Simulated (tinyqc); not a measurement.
Worked calculation: G0W0 on RHF in the 6-31g basis, for H2, spin multiplicity 1. Computed by tinyqc, a small Python program that keeps every step (integrals from PySCF). Settings: charge = 0, multiplicity = 1, basis = 6-31g, method = RHF, energy threshold = 1e-10, iteration cap = 50, orthogonalisation = symmetric, start = Wolfsberg-Helmholz matrix, DIIS depth = 6. Command: `OMP_NUM_THREADS=1 python tinyqc.py 27946 27947 out.jsonl` (the two numbers bound the seeds that draw the settings). One thread of a shared host (Intel(R) Xeon(R) Processor @ 2.60GHz), about 0.04 s of CPU time with the checks. The early iterations of the SCF are left out here.

## One-electron integrals

Geometry (angstrom):
```
atom        x        y        z
H     0.00000  0.00000  0.00000
H     0.00000  0.00000  1.02500
```

Basis 6-31g: exponents (1/bohr^2) and contraction coefficients of normalised primitives:
```
element  l (shell)  exponent  coefficient
H            s (1)  18.73114      0.03349
H            s (1)   2.82539      0.23473
H            s (1)   0.64012      0.81376
H            s (2)   0.16128      1.00000
```

Overlap, kinetic and nuclear-attraction integrals over the contracted functions; the nuclear repulsion is the sum of Za Zb / Rab.

nuclear repulsion = 0.5162704 hartree

overlap S, order 1H 1s, 1H 2s, 2H 1s, 2H 2s:
```
[[1.00000, 0.65829, 0.23757, 0.40206],
 [0.65829, 1.00000, 0.40206, 0.73894],
 [0.23757, 0.40206, 1.00000, 0.65829],
 [0.40206, 0.73894, 0.65829, 1.00000]]
```

kinetic energy T (hartree), order 1H 1s, 1H 2s, 2H 1s, 2H 2s:
```
[[1.39568, 0.25974, 0.01639, 0.10620],
 [0.25974, 0.24192, 0.10620, 0.14271],
 [0.01639, 0.10620, 1.39568, 0.25974],
 [0.10620, 0.14271, 0.25974, 0.24192]]
```

nuclear attraction V (hartree), order 1H 1s, 1H 2s, 2H 1s, 2H 2s:
```
[[-2.16884, -1.07789, -0.45908, -0.67846],
 [-1.07789, -1.09529, -0.67846, -0.85966],
 [-0.45908, -0.67846, -2.16884, -1.07789],
 [-0.67846, -0.85966, -1.07789, -1.09529]]
```

core Hamiltonian H = T + V (hartree), order 1H 1s, 1H 2s, 2H 1s, 2H 2s:
```
[[-0.77316, -0.81815, -0.44269, -0.57226],
 [-0.81815, -0.85337, -0.57226, -0.71696],
 [-0.44269, -0.57226, -0.77316, -0.81815],
 [-0.57226, -0.71696, -0.81815, -0.85337]]
```

## Two-electron integrals

Functions are numbered as in S; the eight-fold symmetry (ij|kl) = (ji|kl) = (kl|ij) leaves the list below.

Two-electron integrals (ij|kl) in chemists' order, unique and non-zero (hartree):
```
(11|11) 1.07657   (21|11) 0.57847   (21|21) 0.32942   (22|11) 0.58740
(22|21) 0.36130   (22|22) 0.45315   (31|11) 0.19070   (31|21) 0.11142
(31|22) 0.12656   (31|31) 0.05244   (32|11) 0.23037   (32|21) 0.14377
(32|22) 0.18350   (32|31) 0.07389   (32|32) 0.12178   (33|11) 0.50815
(33|21) 0.32614   (33|22) 0.43656   (33|31) 0.19070   (33|32) 0.34345
(33|33) 1.07657   (41|11) 0.34345   (41|21) 0.19686   (41|22) 0.21816
(41|31) 0.07389   (41|32) 0.09817   (41|33) 0.23037   (41|41) 0.12178
(42|11) 0.39981   (42|21) 0.24840   (42|22) 0.31870   (42|31) 0.10107
(42|32) 0.15798   (42|33) 0.39981   (42|41) 0.15798   (42|42) 0.24743
(43|11) 0.32614   (43|21) 0.20781   (43|22) 0.27755   (43|31) 0.11142
(43|32) 0.19686   (43|33) 0.57847   (43|41) 0.14377   (43|42) 0.24840
(43|43) 0.32942   (44|11) 0.43656   (44|21) 0.27755   (44|22) 0.37621
(44|31) 0.12656   (44|32) 0.21816   (44|33) 0.58740   (44|41) 0.18350
(44|42) 0.31870   (44|43) 0.36130   (44|44) 0.45315
```

## Orthogonalisation

S = U s U^T; symmetric (Loewdin) form X = U s^(-1/2) U^T, so that X^T S X = 1.

eigenvalues of S: [0.15328, 0.39867, 0.87021, 2.57784]

X, order 1H 1s, 1H 2s, 2H 1s, 2H 2s:
```
[[1.25433, -0.49866, -0.04049, 0.03108],
 [-0.49866, 1.66206, 0.03108, -0.66930],
 [-0.04049, 0.03108, 1.25433, -0.49866],
 [0.03108, -0.66930, -0.49866, 1.66206]]
```

## Iteration 5 (converged): orbitals

converged F (hartree), order 1H 1s, 1H 2s, 2H 1s, 2H 2s:
```
[[0.09399, -0.42441, -0.40435, -0.41179],
 [-0.42441, -0.30978, -0.41179, -0.35956],
 [-0.40435, -0.41179, 0.09399, -0.42441],
 [-0.41179, -0.35956, -0.42441, -0.30978]]
```

Diagonalise F' = X^T F X, C = X C', fill 1 alpha and 1 beta electrons from the bottom; D = 2 C_occ C_occ^T. Each column has its largest component positive (the first on a tie).

F' = X^T F X (hartree):
```
[[0.60616, -0.57428, -0.26061, -0.12934],
 [-0.57428, 0.24517, -0.12934, -0.19640],
 [-0.26061, -0.12934, 0.60616, -0.57428],
 [-0.12934, -0.19640, -0.57428, 0.24517]]
```

orbital energies (hartree): [-0.52193, 0.16105, 0.91626, 1.14730]

coefficients C, order 1H 1s, 1H 2s, 2H 1s, 2H 2s:
```
[[0.28391, 0.17143, 0.87488, -0.97427],
 [0.33692, 1.19472, -0.69899, 1.19606],
 [0.28391, -0.17143, 0.87488, 0.97427],
 [0.33692, -1.19472, -0.69899, -1.19606]]
```

D after iteration 5, order 1H 1s, 1H 2s, 2H 1s, 2H 2s:
```
[[0.16121, 0.19131, 0.16121, 0.19131],
 [0.19131, 0.22703, 0.19131, 0.22703],
 [0.16121, 0.19131, 0.16121, 0.19131],
 [0.19131, 0.22703, 0.19131, 0.22703]]
```

## Convergence

Stop when the energy changes by less than 1e-10 hartree and every element of the error matrix X^T (F D S - S D F) X is below 3e-06.

Course of the cycle:
```
iteration  E (hartree)     change  largest element of the error matrix
1           -1.0793820          -                             8.08e-02
2           -1.0899115  -1.05e-02                             1.25e-02
3           -1.0901668  -2.55e-04                             9.68e-06
4           -1.0901668  -1.28e-10                             3.99e-06
5           -1.0901668  -1.58e-11                             2.51e-06
```

PySCF RHF in the same basis = -1.0901668 hartree

Converged in 5 iterations.

## Integrals over molecular orbitals

(pq|rs) = sum C_ip C_jq C_kr C_ls (ij|kl), one index at a time.

one-electron integrals over orbitals h = C^T H C (hartree):
```
[[-1.08450, 0.00000, -0.13220, 0.00000],
 [0.00000, -0.61030, 0.00000, 0.19211],
 [-0.13220, 0.00000, 0.00538, 0.00000],
 [0.00000, 0.19211, 0.00000, 0.12845]]
```

Two-electron integrals over orbitals (pq|rs), unique and non-zero (hartree):
```
(11|11) 0.56257    (21|21) 0.10891    (22|11) 0.44013    (22|22) 0.40159
(31|11) 0.13220    (31|22) 0.06887    (31|31) 0.09317    (32|21) 0.01166
(32|32) 0.03783    (33|11) 0.50203    (33|22) 0.40313    (33|31) 0.11826
(33|33) 0.47306    (41|21) -0.08035   (41|32) -0.04985   (41|41) 0.10881
(42|11) -0.13623   (42|22) -0.07299   (42|31) -0.08090   (42|33) -0.11906
(42|42) 0.08254    (43|21) -0.12122   (43|32) -0.03936   (43|41) 0.12477
(43|43) 0.17476    (44|11) 0.56383    (44|22) 0.44779    (44|31) 0.16825
(44|33) 0.52962    (44|42) -0.16154   (44|44) 0.62418
```

## Screening: direct RPA

With D = e_a - e_i and K = (ia|jb): diagonalise D^(1/2) (D + 4K) D^(1/2) = Z w^2 Z^T; X + Y = D^(1/2) Z w^(-1/2), each column of Z with its largest component positive (the first on a tie); E_c = (sum w - tr (D + 2K)) / 2.

D^(1/2) (D + 4K) D^(1/2) (hartree^2), order 1>2, 1>3, 1>4:
```
[[0.76401, 0.00000, -0.34315],
 [0.00000, 2.60439, 0.00000],
 [-0.34315, 0.00000, 3.51287]]
```

excitation energies w (hartree): [0.84960, 1.61381, 1.88549]

X + Y, order 1>2, 1>3, 1>4:
```
[[0.88990, 0.00000, -0.07344],
 [0.00000, 0.94402, 0.00000],
 [0.17105, 0.00000, 0.93387]]
```

RPA correlation energy = -0.0316518 hartree

## G0W0 on Hartree-Fock: HOMO

W(p,q,m) = sqrt2 sum_ia (pq|ia) (X+Y)_ia,m; Sigma_c(x) = sum_(i,m) W^2/(x - e_i + w_m) + sum_(a,m) W^2/(x - e_a - w_m); solve x = e_p + Sigma_c(x) by Newton steps; Z = 1/(1 - dSigma/dx); 1 hartree = 27.211386 eV.

The 12 largest terms at x = e_p (hartree; W for the signs of X + Y given):
```
q  m         W      term
1  2   0.17650   0.01930
2  1   0.11763  -0.00903
4  3   0.15205  -0.00650
2  3  -0.11743  -0.00537
3  2   0.12439  -0.00507
4  1  -0.07479  -0.00222
```

Newton steps (hartree):
```
step         x  Sigma_c(x)        Z
0     -0.52193    -0.00889  0.97626
1     -0.53061    -0.00868  0.97624
2     -0.53061    -0.00868  0.97624
```

quasiparticle energy of the HOMO = -14.43867 eV

Hartree-Fock value = -14.20253 eV

## G0W0 on Hartree-Fock: LUMO

As before.

The 12 largest terms at x = e_p (hartree; W for the signs of X + Y given):
```
q  m         W       term
1  1   0.11763    0.00903
1  3  -0.11743    0.00537
2  2   0.09195   -0.00524
4  2  -0.10801   -0.00449
3  3  -0.06705   -0.00170
3  1   0.00261  -4.24e-06
```

Newton steps (hartree):
```
step        x  Sigma_c(x)        Z
0     0.16105     0.00296  0.98658
1     0.16397     0.00293  0.98659
2     0.16397     0.00293  0.98659
```

quasiparticle energy of the LUMO = 4.46188 eV

Hartree-Fock value = 4.38229 eV
